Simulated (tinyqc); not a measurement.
Comparisons within one model: Slater-Koster d bands of a bcc metal. A value that a table varies takes the place of the one given here.

Slater-Koster d bands. For a bond with direction cosines (l, m, n) the 5 x 5 block is dds Ps + ddp Pp + ddd (1 - Ps - Pp), the projectors on sigma, pi and delta states about the bond; for instance <xy|xy> = 3 l^2 m^2 dds + (l^2 + m^2 - 4 l^2 m^2) ddp + (n^2 + l^2 m^2) ddd, <xy|yz> = 3 l m^2 n dds + l n (1 - 4 m^2) ddp + l n (m^2 - 1) ddd and <3z2-r2|3z2-r2> = (n^2 - (l^2 + m^2)/2)^2 dds + 3 n^2 (l^2 + m^2) ddp + (3/4)(l^2 + m^2)^2 ddd. H(k) sums the blocks times cos(k.R) over the neighbours; the d level is the zero of energy; k in 2 pi/a.

Neighbours: eight at (a/2)(1,1,1) and equivalents, and six at a(1,0,0) and equivalents with the integrals times f2.

Mesh: k = f1 b1 + f2 b2 + f3 b3 with fractions (j + 1/2)/N, j = 0 to N - 1, and b = (-1,1,1), (1,-1,1), (1,1,-1) for fcc, (0,1,1), (1,0,1), (1,1,0) for bcc, unit vectors for simple cubic. The lowest Nd/10 of all levels are filled with two electrons each; the bond energy is their sum per atom.

Inputs chosen for the exercise (of the size met in Ta; shifted at random, so the results belong to these values and not to a real crystal):

| symbol | value | unit | meaning |
|---|---|---|---|
| dds | -1.323 | eV | dd sigma |
| ddp | 0.807 | eV | dd pi |
| ddd | -0.212 | eV | dd delta |
| f2 | 0.487 |  | factor on all three integrals for second neighbours |
| N | 10 |  | mesh |

## Band filling: full bands against the rectangular model

W = sqrt(12 mu2) with mu2 the mean square level on the mesh; rectangular model: Fermi level W (Nd/10 - 1/2), bond energy -W Nd (10 - Nd)/20. The Fermi level of the mesh is the highest filled level.

Per atom (eV):

| Nd | EF, bands | bond energy, bands | EF, rectangle | bond energy, rectangle |
|---|---|---|---|---|
| 1 | -3.273 | -3.757 | -3.372 | -3.794 |
| 2 | -2.820 | -6.731 | -2.529 | -6.744 |
| 3 | -2.076 | -9.205 | -1.686 | -8.852 |
| 4 | -1.003 | -10.847 | -0.843 | -10.117 |
| 5 | 0.766 | -10.735 | 0.000 | -10.538 |
| 6 | 1.441 | -9.599 | 0.843 | -10.117 |
| 7 | 1.721 | -7.983 | 1.686 | -8.852 |
| 8 | 2.119 | -6.055 | 2.529 | -6.744 |
| 9 | 2.951 | -3.559 | 3.372 | -3.794 |

W = 8.430 eV
full width on the mesh = 9.872 eV

The bond energy is deepest at Nd = 4 (-10.847 eV); the rectangle has its minimum at 5. The two differ most at Nd = 7, by 0.869 eV or 8 % of the deepest value: the second moment fixes the parabola, and higher moments the rest. At Nd = 3 and 7 the bands give -9.205 and -7.983 eV, a skew towards less than half filling.

## Which lattice a d-band metal prefers

fcc has twelve neighbours, bcc eight and six (the six times f2), simple cubic six. The integrals of bcc and sc are scaled so that all three have the second moment of fcc, which stands for equal repulsion (structural energy difference theorem). s and p electrons are left out.

Bond energy per atom:

| Nd | fcc (eV) | bcc - fcc (meV) | sc - fcc (meV) |
|---|---|---|---|
| 1 | -4.516 | 276 | -120 |
| 2 | -7.812 | 216 | 27 |
| 3 | -10.264 | -124 | 450 |
| 4 | -11.712 | -529 | 764 |
| 5 | -12.028 | -86 | 739 |
| 6 | -11.257 | 425 | 310 |
| 7 | -9.529 | 520 | -285 |
| 8 | -7.094 | 261 | -690 |
| 9 | -3.865 | -152 | -771 |

scale factors: bcc 1.1285, sc 1.4142

mu3/mu2^1.5: fcc -0.197, bcc -0.191, sc 0.000

mu4/mu2^2: fcc 1.810, bcc 1.679, sc 2.279

largest change of a difference when N is raised to 14 = 23 meV

fcc is lowest for Nd = 2 and 6. bcc is lowest for Nd = 3, 4 and 5. sc is lowest for Nd = 1, 7, 8 and 9. bcc gains most on fcc at Nd = 4 (-529 meV). A small fourth moment marks a two-peaked band, which tends to favour fillings near one half; bcc has -7 % against fcc, and at Nd = 5 it lies -86 meV from fcc (differences of a few tens of meV are within the error of the mesh; hcp is left out, and this d-only model can miss the lattice of the real metal). The third moments, from three-membered rings, skew the bands. That simple cubic wins anywhere comes from keeping d bands and equal second moments alone; no transition metal takes it. Differences below about 23 meV are within the error of this mesh, and the s and p electrons left out weigh most where the d band is nearly empty or full.

## What each integral does

Levels at Gamma, E(t2g) = (8/3) dds + (16/9) ddp + (32/9) ddd + f2 (4 ddp + 2 ddd), E(eg) = (16/3) ddp + (8/3) ddd + f2 (3 dds + 3 ddd), and W = sqrt(12 mu2), the width of a rectangular band with the same second moment mu2 = z (dds^2 + 2 ddp^2 + 2 ddd^2)/5, z = 8 + 6 f2^2. Each row changes one parameter from the base and keeps the others.

Results:

| case | t2g (eV) | eg (eV) | W (eV) |
|---|---|---|---|
| base | -1.4816 | 1.4960 | 8.4305 |
| dds = -1.5214 eV | -2.0106 | 1.2062 | 9.1562 |
| ddp = 0.9281 eV | -1.0304 | 2.1419 | 8.9765 |
| ddd = -0.2438 eV | -1.6256 | 1.3648 | 8.4693 |
| f2 = 0.4139 | -1.6865 | 1.8327 | 8.2518 |

The largest shifts from the base row, up to three for each result and ties (the steps differ in size, so this ranks the rows, not the parameters). t2g (eV): dds -0.5291, ddp +0.4512, f2 -0.2050. eg (eV): ddp +0.6459, f2 +0.3366, dds -0.2899. W (eV): dds +0.7257, ddp +0.5460, f2 -0.1787. The ratio of the shifts of t2g and eg names the integral: it is the ratio of the coefficients in the two formulas.

Run: tinyqc, `OMP_NUM_THREADS=1 python tinyqc.py 1452458 1452459 out.jsonl`; Intel(R) Xeon(R) Processor @ 2.30GHz, one thread, shared host; about 0.03 s of CPU time with all checks.
